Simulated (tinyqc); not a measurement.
Van der Pauw, Hall and four-point-probe measurements on a doped layer: two steps of the calculation.

A uniform n-type layer with sheet resistance Rs = 1/(q ns mu), point contacts, low field (mu B small).

Parameters, values chosen for the exercise: sheet density of the layer ns = 7.8e13 cm^-2; drift mobility mu = 160 cm^2/(V s); Hall factor rH = 1; magnetic field B = 2 T; current I = 500 uA; side ratio a/b of a rectangular sample with corner contacts ar = 1.37; thickness of the layer t = 910 nm.

Constants: q = 1.602176634e-19 C. Results are converted to the units shown.

Problem 1. Resistances and Hall voltage. Rs = 1/(q ns mu). For a rectangle with contacts at the corners, RA = (8 Rs/pi) sum_(k>=0) ln coth((2k + 1) pi a/(2 b)) with current along a short side b and voltage along the opposite one, RB the same with a and b exchanged; Hall voltage VH = rH B I/(q ns), negative for electrons.

Wanted: Rs; RA; RB; VH.

Solution 1.

Rs = 500.12 ohm/square
RA = 34.431 ohm
RB = 260.65 ohm
VH = -8.0019 mV

RB/RA = 7.57; for a square both equal Rs ln 2/pi = 110 ohm.

Problem 2. Sheet density, mobility and bulk values. Rs = 1/z; Hall sheet density B I/(q |VH|); Hall mobility |VH|/(Rs B I); true values ns = rH times the Hall density, mu = Hall mobility/rH; bulk density ns/t, resistivity Rs t; correction factor F = Rs/[(pi/ln 2)(RA + RB)/2].

converged z = 1.9995164 mS
VH = -8.0019347 mV
RA = 34.431448 ohm
RB = 260.65452 ohm

Wanted: Rs; Hall sheet density; Hall mobility; ns; mu; bulk density; resistivity; F.

Solution 2.

Rs = 500.12 ohm/square
Hall sheet density = 7.8000e13 cm^-2
Hall mobility = 160.00 cm^2/(V s)
ns = 7.8000e13 cm^-2
mu = 160.00 cm^2/(V s)
bulk density = 8.5714e17 cm^-3
resistivity = 0.045511 ohm cm
F = 0.74788

Computed by the program tinyqc: `OMP_NUM_THREADS=1 python tinyqc.py 2850171 2850172 out.jsonl`, one thread of a shared Intel Xeon 2.30GHz, about 0.05 s for the whole run.
